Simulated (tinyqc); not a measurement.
Two coupled magnetic layers: synthetic antiferromagnet, spin flop, exchange bias and magnetoresistance: one step, computed by the program tinyqc. Command: `OMP_NUM_THREADS=1 python tinyqc.py 3010325 3010326 out.jsonl saf walk`. One thread of a shared host (Intel(R) Xeon(R) Processor @ 2.30GHz), about 0.2 s of CPU time with the checks.

Moments lie in the plane at the angles p1, p2 from the field. Energy per area: E = J1 cos(p1 - p2) + J2 cos^2(p1 - p2) - B M_s (t1 cos p1 + t2 cos p2) + K (t1 sin^2 p1 + t2 sin^2 p2).

Task: Saturation field. The parallel state is stable while the Hessian at p1 = p2 = 0 is positive: with c = J1 + 2 J2 and u = B M_s + 2K, (u t1 - c)(u t2 - c) > c^2, so B_sat M_s = c (1/t1 + 1/t2) - 2K. B_K = 2K/M_s.

Inputs (values chosen for the exercise, for a model stack):
```
quantity                         value    unit
saturation magnetisation M_s      1060    kA/m
thickness t1                       3.2      nm
thickness t2                       3.2      nm
antiferromagnetic coupling J1      1.4  mJ/m^2
biquadratic coupling J2           0.01  mJ/m^2
in-plane anisotropy K              2.6  kJ/m^3
field over the saturation field   0.18       -
```

Field direction: along the easy axis.

Give: exchange field c (1/t1 + 1/t2)/M_s; B_K; saturation field B_sat; applied field B.

Result:

exchange field c (1/t1 + 1/t2)/M_s = 837.3 mT

B_K = 4.906 mT

saturation field B_sat = 832.4 mT

applied field B = 149.8 mT
